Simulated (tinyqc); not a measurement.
Inside a calculation. Model: metal gate on a two-layer dielectric stack with fixed charge and a dipole.

tinyqc, about 0.01 s, one thread, Intel Xeon 2.30GHz (shared host): `OMP_NUM_THREADS=1 python tinyqc.py 2010155 2010156 out.jsonl` Printed values are rounded.

Gate, layer 2, layer 1, p-type semiconductor; x runs from the gate inwards. Charges are counted in units of +q. psi is the band bending at the surface, positive towards inversion. Classical charge, Boltzmann statistics, no interface traps.

Values chosen for this exercise; band and dielectric values close to those of silicon, layer 1 close to aluminium oxide, layer 2 close to hafnium oxide: temperature T = 300 K; band gap Eg = 1.1 eV; relative permittivity eps_r = 11.6; conduction-band density of states at T Nc = 2.85e19 cm^-3; valence-band density of states at T Nv = 2.65e19 cm^-3; electron affinity chi = 4.12 eV; acceptor density Na = 1.9e18 cm^-3; work function of the gate metal pM = 4.76 eV; thickness of layer 1, next to the semiconductor t1 = 1 nm; relative permittivity of layer 1 e1 = 9.16; thickness of layer 2, next to the gate t2 = 4.4 nm; relative permittivity of layer 2 e2 = 21.4; fixed charge at the semiconductor interface Q1 = 2.9e11 cm^-2; fixed charge between the layers Q2 = 1.1e12 cm^-2; uniform charge density in layer 1 r1 = 3.8e18 cm^-3; uniform charge density in layer 2 r2 = -1.5e18 cm^-3; flat-band shift by a dipole layer between the layers Vd = 0 V; band bending psi of the working point ps = 1.042 V.

Constants: q = 1.602176634e-19 C, kB = 1.380649e-23 J/K, Vt = kB T/q, eps0 = 8.8541878128e-14 F/cm where lengths are in cm. Results are converted to the units shown.

Range of the model: At the working point ps the carrier density at the surface is 1.5 times the band density of states, where degeneracy and quantisation, left out here, matter.

## Equivalent thickness and work-function difference

EOT = 3.9 (t1/e1 + t2/e2), Cox = eps0/(t1/e1 + t2/e2); phi_ms = pM - (chi + Eg - Vt ln(Nv/Na)).

EOT = 1.22763 nm
Cox = 2.81284 uF/cm^2
share of layer 1 in the EOT = 34.6817 %
phi_ms = -0.391872 V

## Flat-band voltage, term by term

EOT = 3.9 (t1/e1 + t2/e2), Cox = eps0/(t1/e1 + t2/e2); phi_ms = pM - (chi + Eg - Vt ln(Nv/Na)). Vfb = phi_ms + Vd - (q/eps0) [Q1 (t1/e1 + t2/e2) + Q2 t2/e2 + r1 (t1^2/(2 e1) + t1 t2/e2) + r2 t2^2/(2 e2)]: each charge counts with its electrical distance from the gate.

terms (V): phi_ms -0.391872, dipole 0.000000, Q1 -0.016518, Q2 -0.040925, r1 -0.017891, r2 0.012278
Vfb = -0.454930 V

Apart from phi_ms the largest term is that of Q2, -40.9 mV; all charges and the dipole together move Vfb by -63.1 mV.

## Threshold voltage

ni = sqrt(Nc Nv) exp(-Eg/(2 Vt)), Eg in volts, pB = Vt ln(Na/ni), Vth = Vfb + 2 pB + sqrt(4 q eps0 eps_r Na pB)/Cox.

ni = 1.58289e10 cm^-3
pB = 0.480932 V
depletion charge = 0.775545 uC/cm^2
Vth = 0.782651 V

## Charge in the semiconductor

ni = sqrt(Nc Nv) exp(-Eg/(2 Vt)), Eg in volts. Qs = -sign(psi) sqrt(2 q eps0 eps_r Na Vt [exp(-u) + u - 1 + (ni/Na)^2 (exp(u) - u - 1)]), u = psi/Vt.

Qs = -0.997091 uC/cm^2

The surface is in strong inversion: psi exceeds 2 Vt ln(Na/ni) = 0.962 V.

## Fields and voltage drops

Gauss: D = -Qs just inside the semiconductor; going towards the gate subtract q Q1, then q r1 t1, q Q2 and q r2 t2. Field = D/(eps0 e); the drop over a layer is its mean field times its thickness; Vg = phi_ms + Vd + psi + both drops.

```
place	D (uC/cm^2)	field (MV/cm)
layer 2, gate side	0.819249	0.43237
layer 2, inner side	0.713505	0.37656
layer 1, outer side	0.889745	1.09704
layer 1, semiconductor side	0.950627	1.17210
semiconductor surface	0.997091	0.97080
```

drop over layer 2 = 0.177964 V
drop over layer 1 = 0.113457 V
Vg = 0.941549 V

The same Vg follows from Vfb + psi - Qs/Cox. The largest field, 1.17 MV/cm in size, is at: layer 1, semiconductor side.
